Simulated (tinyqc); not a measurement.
# Changing the silane pressure p_S

Model: microkinetic model of low-temperature epitaxy from hydride gases: adsorption, hydrogen desorption and rate control. Computed by tinyqc, a small Python program. Command: `OMP_NUM_THREADS=1 python tinyqc.py 3022883 3022884 out.jsonl hepi sweep`. One thread of a shared host (Intel(R) Xeon(R) Processor @ 2.30GHz), about 0.04 s of CPU time with the checks.

Each hydride molecule needs two free sites and leaves four hydrogen atoms, of which two leave at once as H2; theta is the hydrogen coverage, the site density is 6.78 per nm^2 and one layer is 1.358 angstrom thick.

Inputs (values chosen for the exercise, close to those used for silane and germane on Si(001)): sticking prefactor of silane s0 = 0.03; adsorption barrier E_s = 0.16 eV; desorption prefactor nu_d = 2.7e+12 1/s; desorption energy on silicon E_d = 2.07 eV; hydrogen carrier pressure p_H = 920 Pa; sticking of hydrogen s_H = 1.2e-07; temperature T = 780 C; germane pressure p_G = 0.034 Pa; sticking ratio of germane to silane r_G = 2; lowering of E_d per unit germanium fraction, dE = 0.58 eV.

Film: silicon-germanium. Order of hydrogen desorption: first.

Constants: k_B = 8.617333262e-05 eV/K; u = 1.6605390666e-27 kg; k_B = 1.380649e-23 J/K.

Method:
- Flux per site F = p/(sqrt(2 pi M k_B T) x 6.78e18 per m^2), M = 32.12 u (silane), 76.63 u (germane), 2.016 u (hydrogen); s = s0 exp(-E_s/(k_B T)); k_S = s F_S, k_G = r_G s F_G; germanium fraction x = k_G/(k_S + k_G); k = k_S + k_G; k_H = s_H F_H; k_d = nu_d exp(-(E_d - dE x)/(k_B T)).
- Temperatures in kelvin are T(C) + 273.15.
- With k the hydride and k_H the hydrogen adsorption rate on free pairs and k_d the desorption rate, steady state: 2 (k + k_H)(1 - theta)^2 = k_d theta; growth rate R = k (1 - theta)^2 layers/s; 1 layer/s = 8.148 nm/min.
- With c = 2 (k + k_H)/k_d the free share is 1 - theta = 2/(1 + sqrt(1 + 4c)).
- X_i = d ln R/d ln k_i at fixed other constants. With f = 1 - theta and a = 2/f + 1/theta: d ln f/d ln k_d = 1/(a f), so X_d = 2/(a f), X_k = 1 - X_d k/(k + k_H), X_H = -X_d k_H/(k + k_H); they sum to 1.

One run for each value:
```
silane pressure p_S (Pa)  growth rate G (nm/min)  hydrogen coverage theta  X_d (desorption)
0.001                                       3.99               1.6371e-05        3.2741e-05
0.003                                       4.17               2.1681e-05        4.3362e-05
0.01                                        4.79               4.9554e-05        9.9104e-05
0.03                                        6.55               2.3128e-04        4.6245e-04
0.1                                        12.71               2.1023e-03        4.1957e-03
0.3                                        29.75               1.2003e-02        2.3722e-02
1                                          83.39               5.0442e-02        9.6040e-02
3                                         200.56               1.3760e-01        2.4191e-01
10                                        427.51               3.0685e-01        4.6960e-01
30                                        680.07               4.9452e-01        6.6178e-01
```

Describe the trends.

Over the rows, growth rate G (nm/min) rises from 3.99 to 680 (exponent d ln y / d ln x 0.040 between the first rows and 0.42 between the last); hydrogen coverage theta rises from 1.64e-5 to 0.495 (exponent d ln y / d ln x 0.26 between the first rows and 0.43 between the last); X_d (desorption) rises from 3.27e-5 to 0.662 (exponent d ln y / d ln x 0.26 between the first rows and 0.31 between the last).

Caution (rows 0.00100, 0.00300, 0.0100, 0.0300, 0.100): layer thickness and site density of silicon are kept, and strain and surface segregation of germanium are ignored, which matters at this fraction. Caution (rows 10.0, 30.0): at such rates gas-phase transport and depletion, left out here, would limit growth.
